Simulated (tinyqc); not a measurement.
Raising U: Hubbard chain of 6 sites, mean field against exact. Computed by the program tinyqc. Command: `OMP_NUM_THREADS=1 python tinyqc.py 113595 113596 out.jsonl`; one thread of a shared host (Intel(R) Xeon(R) Processor @ 2.60GHz), about 6 s.

one-body matrix (hopping and site energies) (eV):
```
         1        2        3        4        5        6
1   0.0000  -1.9200   0.0000   0.0000   0.0000   0.0000
2  -1.9200   0.0000  -1.9200   0.0000   0.0000   0.0000
3   0.0000  -1.9200   0.0000  -1.9200   0.0000   0.0000
4   0.0000   0.0000  -1.9200   0.0000  -1.9200   0.0000
5   0.0000   0.0000   0.0000  -1.9200   0.0000  -1.9200
6   0.0000   0.0000   0.0000   0.0000  -1.9200   0.0000
```

electrons, up and down: 3  3

Collinear unrestricted mean field (the lowest of 40 random starts) against exact diagonalisation.

Exact and mean-field results (eV):
```
U            U/t     E exact  E mean field  mean |n_up - n_down|  double occupancy, exact  first gap in the sector
0.9600    0.5000  -12.044587    -11.976803                0.0000                   0.2265                   1.5210
1.9200    1.0000  -10.807475    -10.536803                0.0000                   0.2031                   1.3631
3.8400    2.0000   -8.728922     -7.770287                0.4041                   0.1584                   1.1109
5.7600    3.0000   -7.134849     -5.819772                0.6726                   0.1197                   0.9182
7.6800    4.0000   -5.937725     -4.555091                0.8030                   0.0896                   0.7701
11.5200   6.0000   -4.352085     -3.128046                0.9093                   0.0522                   0.5684
15.3600   8.0000   -3.394750     -2.369784                0.9485                   0.0329                   0.4445
23.0400  12.0000   -2.333560     -1.591081                0.9770                   0.0160                   0.3061
38.4000  20.0000   -1.423661     -0.958078                0.9917                   0.0061                   0.1869
```

In absolute terms mean field is worst at U/t = 4.0, 1.383 eV too high: at small U it is nearly exact, and at large U it misses only exchange-scale energies. Its local moments set in at U/t = 2.0 of those listed, a broken symmetry that the exact state of a finite cluster with equal spins does not have. Relative to the exact energy its error is 0.6 % at the smallest U, 33 % at most and 33 % at the largest. The double occupancy falls from 0.226 to 0.006; at the largest U the first gap is 0.49 times the exchange scale 4t^2/U.
